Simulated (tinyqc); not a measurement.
Ways to reach the isolated limit: finite-size error of a charged defect in a periodic cell: Madelung and Makov-Payne terms. Computed by tinyqc, a small Python program. Command: `OMP_NUM_THREADS=1 python tinyqc.py 3016328 3016329 out.jsonl imagecharge walk`. One thread of a shared host (Intel(R) Xeon(R) Processor @ 2.30GHz), about 0.06 s of CPU time with the checks.

L is the cube root of the cell volume. The defect charge is a Gaussian, rho(r) = q (2 pi sigma^2)^(-3/2) exp(-r^2/2 sigma^2), repeated periodically in a uniform neutralising background and screened by a continuum. The model cell energy is E(L) = E_0 + [periodic - isolated electrostatic energy].

Inputs (values chosen for the exercise, with screening close to that of InAs):
```
quantity                                     value      unit
charge q                                         1         e
cell length L                                 16.9  angstrom
dielectric constant eps                       14.7         -
width sigma of the defect charge              0.98  angstrom
formation energy of the isolated defect E_0  4.699        eV
```

Supercell lattice: bcc. Screening: isotropic.

scatter added to the six cells, standing for numerical noise (meV): -16  24  11  -4.3  15  7.2

Constants: e^2/(4 pi eps_0) = 14.39964548 eV angstrom.

Method:
- Cell vectors: (-1,1,1), (1,-1,1), (1,1,-1), scaled to volume L^3.
- Ewald sum for a unit point charge: scale each Cartesian component of the cell by 1/sqrt(eps_i), giving R', G' and V'; E = [ (1/2) sum erfc(eta R')/R' + (2 pi/V') sum exp(-G'^2/4 eta^2)/G'^2 - eta/sqrt(pi) - pi/(2 V' eta^2) ] e^2/(4 pi eps_0) / sqrt(eps_x eps_y eps_z), over n_i = -6..6, omitting n = (0,0,0), eta = 2/V'^(1/3). alpha = -2 E eps_g L/(e^2/(4 pi eps_0)), eps_g = (eps_x eps_y eps_z)^(1/3).
- Periodic energy of the Gaussian: (2 pi q^2/V) sum_(G != 0) exp(-sigma^2 G^2)/(G.eps.G) x e^2/(4 pi eps_0), n_i = -k..k with k = max(9, L/sigma rounded up). Isolated energy: q^2/(2 sqrt(pi) sigma) <1/(n.eps.n)> e^2/(4 pi eps_0), the mean over directions n, here 1/eps.
- Cells of the same shape with L scaled by 0.7, 0.85, 1, 1.25, 1.5 and 2; the scatter is added to E(L).
- The point-charge correction scales as 1/L from its value at the input L.
- Least-squares fits of E(L) to a + b/L, a + c/L^3 or a + b/L + c/L^3; the estimate is a, and errors are against E_0.

Scaling data:
```
L (angstrom)  1/L (1/angstrom)  E(L) (eV)  E(L) + point-charge correction (eV)
11.830               0.0845309    4.56698                              4.68657
14.365               0.0696136    4.62651                              4.72499
16.900               0.0591716    4.62751                              4.71122
21.125               0.0473373    4.62836                              4.69533
25.350               0.0394477    4.65856                              4.71436
33.800               0.0295858    4.66450                              4.70635
```

point-charge correction -q^2 E = 0.0837114 eV

nearest image = 18.4400 angstrom

Estimates of E_0:
```
way                              estimate (eV)  error (meV)
largest cell, uncorrected               4.6645       -34.50
largest cell, point-charge term         4.7064         7.35
1/L fit, three smallest                 4.7845        85.53
1/L fit, all six                        4.7154        16.36
1/L^3 fit, all six                      4.6623       -36.70
1/L and 1/L^3, three smallest           4.2513      -447.71
1/L and 1/L^3, all six                  4.6717       -27.26
corrected data, 1/L^3 fit               4.7116        12.65
```

coefficient b of the full fit = -0.27064 eV angstrom

Best here: largest cell, point-charge term (+7.4 meV); worst: 1/L and 1/L^3, three smallest (-448 meV). The fitted b is 19.1 % of the Madelung value -q^2 alpha e^2/(8 pi eps_0 eps_g). The three-term fit to three small cells has no spare point and magnifies the scatter.

Extremes, crossings and ranges named in words are read from the listed rows.
